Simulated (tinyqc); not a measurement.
Thin-body transistor below threshold, two-dimensional Poisson equation on a small mesh: one step of the calculation.

A thin body on a thick buried insulator of low permittivity, taken as carrying no normal field at the bottom of the body (row 0). Mobile charge is neglected (subthreshold), the body is fully depleted, and potentials are counted from the intrinsic level; rows run upward to the gate, columns from source to drain.

Task. Barrier, swing and barrier lowering. The barrier is read along row 0, the path farthest from the gate. Take the node j of lowest psi: barrier Vbi - psi_j; swing Vt ln 10/(d psi_j/dVg); DIBL = (d psi_j/dVd)/(d psi_j/dVg). The derivatives solve the same equations with s = 0 and a unit change of that voltage.

Parameters, values chosen for the exercise:
- T = 300 K (temperature)
- Vbi = 0.48 V (potential of the source)

Constants: q = 1.602176634e-19 C, kB = 1.380649e-23 J/K, Vt = kB T/q. Results are converted to the units shown.

converged psi (V):
```
	j=0	j=1	j=2	j=3	j=4	j=5	j=6	j=7
row 0	0.48000000	0.24668892	0.10577424	0.04463794	0.04914387	0.12064457	0.27608998	0.53000000
row 1	0.48000000	0.24091863	0.10095810	0.04089073	0.04529439	0.11551338	0.26986083	0.53000000
row 2	0.48000000	0.22259081	0.08649230	0.02982623	0.03392432	0.10009201	0.25006528	0.53000000
row 3	0.48000000	0.18834958	0.06244653	0.01200505	0.01560013	0.07442930	0.21304803	0.53000000
row 4	0.18000000	0.04619556	-0.02144089	-0.04869737	-0.04677961	-0.01502586	0.05943980	0.20500000
row 5	-0.12000000	-0.12000000	-0.12000000	-0.12000000	-0.12000000	-0.12000000	-0.12000000	-0.12000000
```

d psi/dVg on row 0: j=0 0.00000000, j=1 0.35917104, j=2 0.58030975, j=3 0.67957827, j=4 0.67957827, j=5 0.58030975, j=6 0.35917104, j=7 0.00000000
d psi/dVd on row 0: j=0 0.0000000, j=1 0.0264039, j=2 0.0611418, j=3 0.1151515, j=4 0.2052702, j=5 0.3585484, j=6 0.6144251, j=7 1.0000000

Wanted: j; barrier; swing; DIBL.

Result.

j = 3
barrier = 0.43536 V
swing = 87.593 mV/decade
DIBL = 169.45 mV/V

Program tinyqc, `OMP_NUM_THREADS=1 python tinyqc.py 2480151 2480152 out.jsonl`; Intel Xeon 2.30GHz, shared host, one thread, about 0.2 s.
